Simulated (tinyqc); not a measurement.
Polytypes and stacking faults of a tetrahedral semiconductor in an axial Ising model with couplings up to third neighbours. Which input was changed? Computed by tinyqc, a small Python program. Command: `OMP_NUM_THREADS=1 python tinyqc.py 3029570 3029571 out.jsonl polytype which`. One thread of a shared host (Intel(R) Xeon(R) Processor @ 2.30GHz), about 0.08 s of CPU time with the checks.

Each double layer has s = +1 or -1 for the sense of its stacking step; E per pair of atoms = E0 - sum_n J_n <s_i s_(i+n)>, n = 1, 2, 3. Hexagonality h = (1 - <s_i s_(i+1)>)/2.

Inputs (values chosen for the exercise, of the order of those of GaN for J, a, G and the gaps):
```
quantity                   value      unit
J1                         -5.33  meV/pair
J2                        -0.429  meV/pair
J3                          0.14  meV/pair
basal lattice constant a    3.19  angstrom
gap of 3C                    3.3        eV
gap of 4H                    3.4        eV
```

Host polytype: 2H.

correlations of the repeat units 3C (+), 2H (+-), 4H (++--), 6H (+++---), 15R (+++--), 8H (++++----), 21R (++++---), 9R (++-):
```
         n = 1      n = 2      n = 3
3C    1.000000   1.000000   1.000000
2H   -1.000000   1.000000  -1.000000
4H    0.000000  -1.000000   0.000000
6H    0.333333  -0.333333  -1.000000
15R   0.200000  -0.600000  -0.600000
8H    0.500000   0.000000  -0.500000
21R   0.428571  -0.142857  -0.714286
9R   -0.333333  -0.333333   1.000000
```

fault coefficients k_n:
```
    J1  J2  J3
I1  -2   4  -6
I2  -4   4  -4
E   -6   4  -6
```

Constants: 1 eV/angstrom^2 = 16.02176634 J/m^2.

Method. E - E(3C) = sum_n J_n (1 - C_n), C_n = <s_i s_(i+n)>. The gap is taken linear in h between 3C (h = 0) and 4H (h = 1/2), a rough rule, with a dash beyond. Faults in 2H: the sequences I1 (+), I2 (++), E (+++) are put between perfect repeats; k_n = (layers x C_n of the host) - sum_i s_i s_(i+n). gamma = sum k_n J_n/A, A = (sqrt 3/2) a^2; 1 meV/angstrom^2 = 16.02177 mJ/m^2.

Question. One of these inputs alone was changed, within the range given: J1 (-10.66 to -2.665); J2 (-0.858 to -0.2145); J3 (0.07 to 0.28); basal lattice constant a (1.595 to 6.38). Which one, and to what value?

Results:
```
run     energy of the glide fault, I2 (mJ/m^2)  E(6H) - E(3C) (meV/pair)  E(4H) - E(3C) (meV/pair)
before                                34.62235                 -3.845333                    -6.048
after                                 30.18639                 -3.438667                    -5.438
```

Answer.

Each candidate set to reproduce energy of the glide fault, I2, and what it then gives:
```
candidate                               range searched  value needed  E(6H) - E(3C) (meV/pair)  E(4H) - E(3C) (meV/pair)
J1 (meV/pair)                         -10.66 to -2.665        -4.720                   -3.4387                   -5.4380
J2 (meV/pair)                        -0.858 to -0.2145  out of reach                         -                         -
J3 (meV/pair)                             0.07 to 0.28  out of reach                         -                         -
basal lattice constant a (angstrom)      1.595 to 6.38         3.416                   -3.8453                   -6.0480
```

Only J1 fits every result: it went from -5.33 to -4.72 meV/pair. The next best candidate, basal lattice constant a, misses one result by 12 %.
